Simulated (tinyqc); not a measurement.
What moves the results: plasmons of a degenerate electron gas in the random-phase approximation. A value that a table varies takes the place of the one given here.

Zero temperature, parabolic band: kF = (3 pi^2 n)^(1/3), EF = c kF^2/m, Ep^2 = 8 pi c e2 n/(m eb), qTF^2 = 6 pi e2 n/(eb EF), c = hbar^2/2m0, e2 = e^2/(4 pi eps0), n in 1/angstrom^3 (1e-24 per 1/cm^3).

Lindhard function: eps(q, E)/eb = 1 + (qTF/q)^2 (f1 + i f2) with z = q/(2 kF), u = E/(hbar vF q), hbar vF = 2 c kF/m; f1 = 1/2 + [h(z - u) + h(z + u)]/(8 z), h(x) = (1 - x^2) ln|(x + 1)/(x - 1)|; f2 = pi u/2 for z + u < 1, (pi/(8 z))(1 - (z - u)^2) for |z - u| < 1 < z + u, else 0. Pairs exist for c (q^2 - 2 q kF)/m < E < c (q^2 + 2 q kF)/m.

Constants: hbar^2/2m0 = 3.80998211 eV angstrom^2; e^2/(4 pi eps0) = 14.39964547 eV angstrom; a0 (Bohr radius) = 0.5291772105 angstrom.

Values chosen for the exercise (mass and background constant near those of GaN; polar phonons, which mix with the plasmon in the real crystal, and the rise of the mass with filling are left out; shifted at random, so the results belong to these values and not to a real crystal):

| symbol | value | unit | meaning |
|---|---|---|---|
| n | 1.6e+18 | 1/cm^3 | electron density |
| m | 0.198 | m0 | mass |
| eb | 5.38 |  | background dielectric constant |
| ed | 2.1 |  | dielectric constant of the surroundings |
| d | 200 | angstrom | film thickness |
| qp | 0.0115 | 1/angstrom | wave vector of the plasmon |

## Dispersion and weight of the plasmon

Short formula: E^2 = Ep^2 + (3/5)(hbar vF q)^2 + (c q^2/m)^2; qc is where the plasmon meets the top of the continuum. The weight is the share of the f-sum that the plasmon carries, 2E/(Ep^2 d(eps/eb)/dE); a dash marks no undamped root.

Energies (meV):

| q (1/angstrom) | q/kF | top of continuum | plasmon | short formula | weight |
|---|---|---|---|---|---|
| 0.00332 | 0.092 | 4.835 | 45.65 | 45.65 | 1.000 |
| 0.00830 | 0.229 | 12.88 | 46.41 | 46.40 | 1.000 |
| 0.0133 | 0.368 | 21.92 | 47.89 | 47.84 | 0.997 |
| 0.0183 | 0.506 | 31.93 | 50.27 | 50.02 | 0.987 |
| 0.0232 | 0.641 | 42.66 | 53.77 | 52.96 | 0.954 |
| 0.0266 | 0.735 | 50.66 | 57.13 | 55.49 | 0.895 |
| 0.0299 | 0.826 | 58.84 | 61.45 | 58.37 | 0.767 |
| 0.0322 | 0.890 | 64.79 | 65.35 | 60.63 | 0.558 |
| 0.0365 | 1.009 | 76.46 | - | 65.41 | - |
| 0.0431 | 1.191 | 95.76 | - | 74.23 | - |

qc = 0.03319 1/angstrom

Ep = 45.51 meV. The plasmon rises from 45.65 to 65.35 meV just before qc, 44 % above Ep. The short formula errs by -0.50 % at q/kF = 0.51 and -7.23 % next to qc. The weight falls from 1.000 to 0.558 as pairs take over the sum.

## Density dependence

n is multiplied by the factor listed.

Results:

| factor | rs | EF (meV) | Ep (meV) | Ep/EF | qc/kF | alpha = 3 EF/(5 Ep) |
|---|---|---|---|---|---|---|
| 0.10 | 7.947 | 5.428 | 14.39 | 2.651 | 1.218 | 0.226 |
| 0.20 | 6.308 | 8.616 | 20.35 | 2.362 | 1.119 | 0.254 |
| 0.50 | 4.648 | 15.87 | 32.18 | 2.028 | 1.000 | 0.296 |
| 1.0 | 3.689 | 25.19 | 45.51 | 1.806 | 0.917 | 0.332 |
| 2.0 | 2.928 | 39.99 | 64.36 | 1.609 | 0.841 | 0.373 |
| 5.0 | 2.157 | 73.67 | 101.8 | 1.381 | 0.750 | 0.434 |
| 10 | 1.712 | 116.9 | 143.9 | 1.231 | 0.687 | 0.488 |

Over two decades Ep grows by 10.0 (n^(1/2)) and EF by 21.5 (n^(2/3)), so Ep/EF falls from 2.651 to 1.231 as sqrt(rs), and qc/kF from 1.218 to 0.687: in a dense gas the plasmon enters the continuum earlier on the scale of kF. alpha is the coefficient in E = Ep + alpha hbar^2 q^2/(m m0). The random-phase values are only rough in the rows with rs above about 2 (up to 7.9 here); in a doped crystal the Mott density, below which donors bind the electrons, lies near rs = 2.4 when rs is formed with the static constant.

## Thin film modes against wave vector (bulk, surface, particle and sheet plasmons)

Drude medium eps = eb (1 - Ep^2/E^2), no retardation. A film of thickness d has modes eps = -ed coth(q d/2) (lower) and eps = -ed tanh(q d/2) (upper); a sheet with ns = n d has E^2 = 4 pi c e2 ns q/(m ed). One surface: eps = -ed; small sphere: eps = -2 ed.

Modes (meV):

| q d | q (1/angstrom) | lower | upper | sheet |
|---|---|---|---|---|
| 0.020 | 0.000100 | 7.192 | 45.42 | 7.284 |
| 0.050 | 0.000250 | 11.16 | 45.29 | 11.52 |
| 0.10 | 0.000500 | 15.33 | 45.07 | 16.29 |
| 0.20 | 0.00100 | 20.52 | 44.65 | 23.03 |
| 0.50 | 0.00250 | 28.26 | 43.48 | 36.42 |
| 1.0 | 0.00500 | 33.51 | 41.89 | 51.51 |
| 2.0 | 0.0100 | 37.00 | 39.96 | 72.84 |
| 4.0 | 0.0200 | 38.39 | 38.79 | 103.0 |
| 8.0 | 0.0400 | 38.59 | 38.60 | 145.7 |

bulk, surface, sphere (meV): 45.51  38.60  34.10

At small q d the lower mode tends to the sheet law sqrt(q) (within 5 % up to q d = 0.05 of the values listed) and the upper one starts near the bulk value. At q d = 8 the two are 0.0073 meV apart around the surface value 38.6 meV. Retardation, left out here, matters where q is below about three times sqrt(ed) E/(hbar c), hbar c = 1973.27 eV angstrom: that holds for 0 of the rows (from the top) for the lower mode and 1 for the upper one. From q d = 4 on q exceeds half of kF = 0.0362 1/angstrom, where a local dielectric function has failed; it does so earlier, once hbar vF q nears the mode energy.

## What moves the plasmon

The plasmon is taken at qp. Each row changes one parameter from the base and keeps the others.

Results:

| case | Ep (meV) | plasmon at qp (meV) | qc (1/angstrom) |
|---|---|---|---|
| base | 45.51 | 47.27 | 0.03319 |
| n = 1.92e+18 1/cm^3 | 49.85 | 51.66 | 0.03448 |
| m = 0.2277 m0 | 42.44 | 43.86 | 0.03496 |
| eb = 4.842 | 47.97 | 49.64 | 0.03452 |
| qp = 0.00805 1/angstrom | 45.51 | 46.35 | 0.03319 |

The largest shifts from the base row, up to three for each result and ties (the steps differ in size, so this ranks the rows, not the parameters). Ep (meV): n +4.34, m -3.07, eb +2.46; unchanged at the printed digits by qp. plasmon at qp (meV): n +4.39, m -3.40, eb +2.37. qc (1/angstrom): m +0.00177, eb +0.00133, n +0.00129; unchanged at the printed digits by qp.

(tinyqc, `OMP_NUM_THREADS=1 python tinyqc.py 1652360 1652361 out.jsonl`, Intel(R) Xeon(R) Processor @ 2.30GHz, 1 thread, shared host, about 0.01 s.)
